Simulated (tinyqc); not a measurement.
## CMOS inverter, nodal equation and switching: effect of the temperature

An n-channel pull-down (bn, VTn) and a p-channel pull-up (bp, VTp) share the input Vin and the output node Vout, which carries the load C. Transistor (EKV form, voltages against the body): I = 2 n b Vt^2 [F(vp - Vs) - F(vp - Vd)] from drain to source, F(v) = ln^2(1 + exp(v/(2 Vt))), vp = (Vg - VT + sg |Vd - Vs|)/n. n-channel bodies are at 0; for the p-channel device all voltages are counted down from Vdd. b in uA/V^2 gives I in uA. Static: In = Ip. Transient: C dVout/dt = Ip - In. No velocity saturation, no gate capacitance beyond C.

VM solves In = Ip with Vin = Vout; VIL and VIH are the inputs of gain -1, NML = VIL - Vout(VIH), NMH = Vout(VIL) - VIH. For a step input the delay to Vdd/2 is tHL = C times the integral of dV/(In - Ip) from Vdd/2 to Vdd at Vin = Vdd, and tLH likewise with Ip - In from 0 to Vdd/2 at Vin = 0. Thresholds, gain factors and n are held fixed.

Inputs (values chosen for the exercise): supply voltage Vdd = 0.7 V; slope factor n = 1.3; drain-induced barrier lowering sg = 0.06; n-channel threshold VTn = 0.43 V; p-channel threshold (magnitude) VTp = 0.29 V; gain factor of the pull-down transistor bn = 190 uA/V^2; gain factor of the pull-up transistor bp = 150 uA/V^2; load capacitance C = 3.2 fF.

Constants: q = 1.602176634e-19 C, kB = 1.380649e-23 J/K, Vt = kB T/q. Results are converted to the units shown.

Effect of the temperature:

| T (K) | VM (V) | gain at VM | NML (V) | NMH (V) | tHL (ps) | tLH (ps) |
|---|---|---|---|---|---|---|
| 220 | 0.4120 | -16.67 | 0.3646 | 0.2331 | 168.7 | 99.67 |
| 250 | 0.4115 | -16.67 | 0.3601 | 0.2298 | 168.5 | 99.68 |
| 280 | 0.4110 | -16.66 | 0.3557 | 0.2264 | 168.2 | 99.68 |
| 310 | 0.4105 | -16.65 | 0.3512 | 0.2231 | 167.8 | 99.67 |
| 340 | 0.4100 | -16.64 | 0.3468 | 0.2197 | 167.2 | 99.65 |
| 370 | 0.4094 | -16.60 | 0.3423 | 0.2164 | 166.4 | 99.61 |
| 400 | 0.4089 | -16.54 | 0.3379 | 0.2130 | 165.5 | 99.54 |
| 430 | 0.4084 | -16.44 | 0.3334 | 0.2097 | 164.3 | 99.44 |

As T goes from 220 to 430 K, VM falls from 0.412 to 0.408 V, the size of the gain falls from 16.7 to 16.4, tHL falls from 169 to 164 ps and tLH stays near 99.6 ps. The smaller margin is largest, 0.233 V, at T = 220 K among the rows.

Program tinyqc, `OMP_NUM_THREADS=1 python tinyqc.py 2340128 2340129 out.jsonl`; Intel Xeon 2.30GHz, shared host, one thread, about 0.04 s.
